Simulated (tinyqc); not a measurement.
Ellipsometry and reflectance of a transparent film on an absorbing substrate: one step of the calculation.

Air (index 1), film, substrate with N2 = n2 - i k2; time factor exp(+i w t). q_j = sqrt(N_j^2 - sin^2 th), root with positive real part. Fresnel coefficients r_s = (q_a - q_b)/(q_a + q_b), r_p = (N_b^2 q_a - N_a^2 q_b)/(N_b^2 q_a + N_a^2 q_b). tan(Psi) exp(i Delta) = R_p/R_s, Delta taken from 0 to 360 degrees.

Question. Interface coefficients and thickness period. q0, q1, q2 and the coefficients r01 and r12 for p and s; the results repeat in d with the period lam/(2 q1).

Inputs (values chosen for the exercise); indices close to those of silicon dioxide on silicon: wavelength lam = 405 nm; angle of incidence th = 70 degrees; index of the transparent film n1 = 1.466; index of the substrate n2 = 5.42; extinction coefficient of the substrate k2 = 0.329.

Give: q0; q1; q2; r01,p; r01,s; r12,p; r12,s; period.

Answer.

q0 = 0.34202
q1 = 1.1252
q2 = 5.3382-0.3340i
r01,p = -0.20974
r01,s = -0.53379
r12,p = 0.48567-0.02246i
r12,s = -0.65275+0.01795i
period = 179.96 nm

Numbers from tinyqc (`OMP_NUM_THREADS=1 python tinyqc.py 2870139 2870140 out.jsonl`; about 0.4 s on one thread of a shared Intel Xeon 2.30GHz).
